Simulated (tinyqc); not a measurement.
Two-sublattice mean-field magnet: ferrimagnet, compensation points and susceptibility: one step, computed by the program tinyqc. Command: `OMP_NUM_THREADS=1 python tinyqc.py 3019436 3019437 out.jsonl ferri walk`. One thread of a shared host (Intel(R) Xeon(R) Processor @ 2.30GHz), about 0.01 s of CPU time with the checks.

A random alloy A(1-x)B(x) with H = -sum over pairs J S_i.S_j. a = <S_A> and b = <S_B> are taken along z, a > 0. Exchange fields: h_A = (1 - x) zJ_AA a + x zJ_AB b, h_B = (1 - x) zJ_AB a + x zJ_BB b; a = S_A B_(S_A)(S_A h_A/(k_B T)) and likewise for b, with the Brillouin function B_S(y) = [(2S + 1)/(2S)] coth[(2S + 1) y/(2S)] - [1/(2S)] coth[y/(2S)].

Problem. Ordering temperature. Linearised, T (a, b) = M (a, b) with M_ij = S_i (S_i + 1) c_j zJ_ij/(3 k_B), c_A = 1 - x, c_B = x. T_c is the larger eigenvalue, and its eigenvector gives b/a at onset, (T_c - M_AA)/M_AB.

Inputs (values chosen for the exercise, for a model ferrimagnet):
```
quantity               value  unit
spin S_A                 1.5     -
spin S_B                 3.5     -
fraction x of B sites    0.2     -
z J_AA                  48.8   meV
z J_BB                   3.1   meV
z J_AB                   -23   meV
T over T_c              0.83     -
```

Constants: k_B = 8.617333262e-05 eV/K.

Give: M; eigenvalues; T_c; b/a at onset; T.

Solution.

M (K):
```
         A      B
A    566.3  -66.7
B  -1121.0   37.8
```

eigenvalues (K): -78.27  682.35

T_c = 682.35 K

b/a at onset = -1.7391

T = 566.35 K

The antiferromagnetic A-B coupling raises T_c by 116 K over that of A alone.
